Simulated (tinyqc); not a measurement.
# Changing the temperature T

Model: kinetic Monte Carlo and master equation for a particle on a ring of sites with traps and bias. Computed by tinyqc, a small Python program. Command: `OMP_NUM_THREADS=1 python tinyqc.py 3013155 3013156 out.jsonl kmc sweep`. One thread of a shared host (Intel(R) Xeon(R) Processor @ 2.30GHz), about 0.01 s of CPU time with the checks.

7 sites on a ring, numbered 1 to 7. The saddle between i and i+1 lies at E0 + s b_i and site i at s eps_i; a force F tilts the landscape, with the saddle half-way.

Inputs (values chosen for the exercise, for a model defect):
```
quantity                        value         unit
reference barrier E0              0.9           eV
scale factor s of the disorder      1            -
attempt frequency nu              1.7          THz
site spacing a                    3.2     angstrom
force F along the ring          0.015  eV/angstrom
```

Disorder: both.

site energies eps_i (eV): -0.12  -0.066  0  -0.12  -0.11  0  0

saddle shifts b_i between sites i and i+1 (eV): 0.0013  0.027  0.049  0.069  -0.042  0.014  -0.056

Constants: k_B = 8.617333262e-05 eV/K.

Method:
- Rates: k(i to i+1) = nu exp(-(E0 + s b_i - s eps_i - F a/2)/(k_B T)), k(i to i-1) = nu exp(-(E0 + s b_(i-1) - s eps_i + F a/2)/(k_B T)).
- Share right = k right/(k right + k left); mean stay = 1/(k right + k left).
- Master equation dP/dt = W P, W_(i+1,i) = k right, W_(i-1,i) = k left, columns summing to zero. The steady state is its null vector; drift v = a sum P_i (k right - k left). D = a^2 lambda''(0)/2, where lambda(q) is the leading eigenvalue of W with right hops weighted by exp(q) and left hops by exp(-q).
- The slowest relaxation rate is minus the real part of the next eigenvalue of W. 1 angstrom = 1e-8 cm.
- At zero force D0 = a^2 nu exp(-E0/(k_B T)) / [<exp(-s eps/(k_B T))> <exp(s b/(k_B T))>], with means over the ring; Einstein relation v = D0 F/(k_B T); 1 angstrom = 1e-8 cm.

One run for each value:
```
temperature T (K)  zero-force diffusivity D0 (cm^2/s)  D0 over the value without disorder  drift velocity v (cm/s)
270                                         8.300e-23                              0.0030                4.462e-15
330                                         3.453e-19                              0.0110                1.634e-11
400                                         2.349e-16                              0.0295                9.697e-09
490                                         6.400e-14                              0.0664                2.238e-06
600                                         5.948e-12                              0.1240                1.730e-04
730                                         2.101e-10                              0.1973                5.054e-03
890                                         3.946e-09                              0.2830                7.793e-02
1100                                        4.971e-08                              0.3794                7.931e-01
```

Describe and explain the trends.

Over the rows, zero-force diffusivity D0 (cm^2/s) rises from 8.30e-23 to 4.97e-8 (exponent d ln y / d ln x 42 between the first rows and 12 between the last); D0 over the value without disorder rises from 0.00300 to 0.379 (exponent d ln y / d ln x 6.5 between the first rows and 1.4 between the last); drift velocity v (cm/s) rises from 4.46e-15 to 0.793 (exponent d ln y / d ln x 41 between the first rows and 11 between the last). The apparent barrier of D0 is 1.066 eV between the coldest rows and 1.018 eV between the hottest; at low T it tends to the highest saddle minus the deepest site, 1.089 eV, at high T to the mean difference, 0.968 eV.

Extremes, crossings and ranges named in words are read from the listed rows.
